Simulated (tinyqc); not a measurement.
Strained L valleys, repopulation and conductivity mass: one step of the calculation.

A cubic crystal with four conduction valleys along the <111> axes under uniaxial stress X along [110] (X > 0 is tension); current along [-110]. Non-degenerate electrons, fixed total density, one relaxation time for all valleys and stresses, masses unchanged by strain, so the mobility goes as the mean inverse mass.

Question. Valley shifts and shares. Valley shift dE = Xu (n.e.n - trace(e)/3) with n the valley axis; share f proportional to exp(-dE/Vt).

Parameters, values chosen for the exercise:
```
symbol  value  unit                      meaning
T         273     K                  temperature
Xu       16.9    eV  shear deformation potential
```

Constants: q = 1.602176634e-19 C, kB = 1.380649e-23 J/K, Vt = kB T/q. Results are converted to the units shown.

strain (%):
```
             x            y           z
x  -0.30057000  -0.32250000  0.00000000
y  -0.32250000  -0.30057000  0.00000000
z   0.00000000   0.00000000  0.23564000
```

Give: dE; share f.

Answer.

```
valley  dE (meV)  share f
[111]     -36.34   0.4782
[-111]     36.34   0.0218
[1-11]     36.34   0.0218
[11-1]    -36.34   0.4782
```

The splitting is 72.7 meV, 3.1 Vt.

Numbers from tinyqc (`OMP_NUM_THREADS=1 python tinyqc.py 2530143 2530144 out.jsonl`; about 0.01 s on one thread of a shared Intel Xeon 2.30GHz).
